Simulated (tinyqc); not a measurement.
# Elastic trap-assisted tunnelling through a dielectric, step by step

Program tinyqc, `OMP_NUM_THREADS=1 python tinyqc.py 2370039 2370040 out.jsonl`; Intel Xeon 2.30GHz, shared host, one thread, about 0.04 s. Printed values are rounded.

Emitter at x = 0 (Fermi level 0), collector at x = t (Fermi level -V), band edge U(x) = phi - F x, F = V/t. A trap at x has the energy E = U(x) - Et. With G(u) = (4/(3 F)) sqrt(mo/C) max(u, 0)^1.5, C = hbar^2/(2 m0): S1 = G(phi - E) - G(Et), S2 = G(Et) - G(phi - V - E), T1,2 = exp(-S1,2). The steady rate through one trap is nu T1 T2 (f1 - f2)/(T1 + T2), f1 = f(E), f2 = f(E + V), f(y) = 1/(1 + exp(y/Vt)); both contacts offer states at E.

Inputs (values chosen for the exercise); dielectric values close to those of silicon dioxide:
```
symbol,value,unit,meaning
T,300,K,temperature
phi,3.09,eV,barrier above the emitter Fermi level
mo,0.5,m0,tunnelling mass
t,5.9,nm,thickness
Et,2.84,eV,trap depth below the band edge of the dielectric
Nt,9.6e18,cm^-3,trap density
nu,1e14,1/s,attempt frequency
n,13,,points of the grid
V,1.82,V,voltage
xa,2.2,nm,left end of the grid
xb,3.18,nm,right end of the grid
```

Constants: q = 1.602176634e-19 C, kB = 1.380649e-23 J/K, hbar = 1.054571817e-34 J s, m0 = 9.1093837015e-31 kg, Vt = kB T/q, hbar^2/(2 m0) = 0.0380998212 eV nm^2. Results are converted to the units shown.

Range of the model: Phonon-assisted (inelastic) capture, chains of traps and a spread of trap depths are left out.

## Rate through a trap near the best position

n equally spaced x from xa to xb, where nearly all of the current flows; J = q Nt times the integral of the rate, by Simpson's rule.

| point | x (nm) | E (eV) | S1 | S2 | f1 - f2 | rate (1/s) |
|---|---|---|---|---|---|---|
| 0 | 2.200000 | -0.4286441 | 28.40775 | 40.27574 | 0.9999999 | 3.224528e-4 |
| 1 | 2.281667 | -0.4538362 | 29.51964 | 39.50172 | 1.000000 | 6.992013e-4 |
| 2 | 2.363333 | -0.4790282 | 30.63549 | 38.72202 | 1.000000 | 0.001524429 |
| 3 | 2.445000 | -0.5042203 | 31.75528 | 37.93669 | 1.000000 | 0.003337411 |
| 4 | 2.526667 | -0.5294124 | 32.87901 | 37.14576 | 1.000000 | 0.007273662 |
| 5 | 2.608333 | -0.5546045 | 34.00665 | 36.34927 | 1.000000 | 0.01492352 |
| 6 | 2.690000 | -0.5797966 | 35.13820 | 35.54727 | 1.000000 | 0.02191765 |
| 7 | 2.771667 | -0.6049887 | 36.27364 | 34.73979 | 1.000000 | 0.01451216 |
| 8 | 2.853333 | -0.6301808 | 37.41295 | 33.92686 | 1.000000 | 0.005478518 |
| 9 | 2.935000 | -0.6553729 | 38.55613 | 33.10853 | 1.000000 | 0.001792335 |
| 10 | 3.016667 | -0.6805650 | 39.70316 | 32.28483 | 1 | 5.713158e-4 |
| 11 | 3.098333 | -0.7057571 | 40.85403 | 31.45578 | 1 | 1.808361e-4 |
| 12 | 3.180000 | -0.7309492 | 42.00872 | 30.62144 | 1 | 5.699531e-5 |

J = 9.031090e-10 A/cm^2

A converged quadrature gives 9.156e-10 A/cm^2; this grid is 1.4 % below that. The rate peaks at x = 2.69 nm; traps sink below the emitter Fermi level beyond x = 0.810 nm.

## The best-placed trap against direct tunnelling

xs = 2.69 nm

At x = xs: E, S1, S2 and the occupation (T1 f1 + T2 f2)/(T1 + T2). Direct tunnelling at E = 0 has S = (4/(3 F)) sqrt(mo/C) [phi^1.5 - max(phi - V, 0)^1.5].

E = -0.5797966 eV
S1 = 35.13820
S2 = 35.54727
occupation = 0.6008649
S of direct tunnelling = 62.64089

The harder of the two steps has S = 35.5, 56.7 % of the direct exponent: the trap splits one long tunnelling path into two short ones.
